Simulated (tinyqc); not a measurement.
Thermal stress, cracking, delamination and buckling of a thin film; Griffith cracks and misfitting inclusions: one step, computed by the program tinyqc. Command: `OMP_NUM_THREADS=1 python tinyqc.py 3012973 3012974 out.jsonl filmcrack walk`. One thread of a shared host (Intel(R) Xeon(R) Processor @ 2.30GHz), about 0.01 s of CPU time with the checks.

Isotropic linear elasticity; the substrate is much thicker than the film; stress is positive in tension.

Task: Channel cracks and edge delamination. Channel crack through the film: G = pi g G0, critical thickness where G = Gamma_f. Steady delamination from an edge: G = G0, critical thickness where G = Gamma_i.

Inputs (values chosen for the exercise, modelled on an aluminium film on silicon):
```
quantity                     value        unit
film Young's modulus E        70.4         GPa
deposition temperature T_d     700           K
final temperature T            300           K
film thickness h               4.1  micrometre
film toughness Gamma_f        2.11       J/m^2
interface toughness Gamma_i      3       J/m^2
```

factor g = 1.042974

G0 = 18.58037 J/m^2

Give: driving force for channelling; critical thickness for channelling; critical thickness for delamination.

Result:

driving force for channelling = 60.88 J/m^2

critical thickness for channelling = 0.1421 micrometre

critical thickness for delamination = 0.6620 micrometre

As the film thickens, channel cracking comes first. At h the film can fail by both. Caution: at a stress above 0.4 % of E a ductile film would yield, and the elastic value is then an upper bound; a brittle film in tension cracks instead. Caution: plastic flow makes a ductile metal film far tougher than the brittle value used here.
